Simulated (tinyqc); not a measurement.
## Threshold-voltage variability of a planar MOSFET, analytic estimates: a gate of 3 grains

Three independent sources add in quadrature: random dopants in the depleted layer, metal-gate grains of two orientations, and roughness of the two gate edges acting through the roll-off VT = VT(long) - Vr exp(-L/l). These are first-order estimates: no three-dimensional electrostatics, no percolation.

Each of 3 equal grains has the higher work function with probability p; the threshold shift is dW (j/3 - p) for j such grains, and the off current changes by exp(-shift/(n Vt)).

Parameters, values chosen for the exercise; material values close to those of germanium:

| symbol | value | unit | meaning |
|---|---|---|---|
| T | 273 | K | temperature |
| dW | 0.1 | eV | work-function difference of the two grain orientations |
| p | 0.5 |  | share of the orientation of higher work function |
| n | 1.24 |  | subthreshold factor |

Constants: q = 1.602176634e-19 C, kB = 1.380649e-23 J/K, Vt = kB T/q. Results are converted to the units shown.

Distribution:
```
j  probability  shift (mV)  Ioff factor  probability x factor
0       0.1250      -50.00        5.551                0.6939
1       0.3750      -16.67        1.771                0.6640
2       0.3750       16.67       0.5648                0.2118
3       0.1250       50.00       0.1801               0.02252
```

What do the numbers show?

The standard deviation is dW sqrt(p (1 - p)/3) = 28.9 mV. The mean off current is 1.59 times the nominal one; the log-normal formula exp(s^2/(2 (n Vt)^2)) gives 1.63. Devices with j = 0, 12 % of all, carry 44 % of the mean leakage.

Numbers from tinyqc (`OMP_NUM_THREADS=1 python tinyqc.py 2090057 2090058 out.jsonl`; about 0.01 s on one thread of a shared Intel Xeon 2.30GHz).
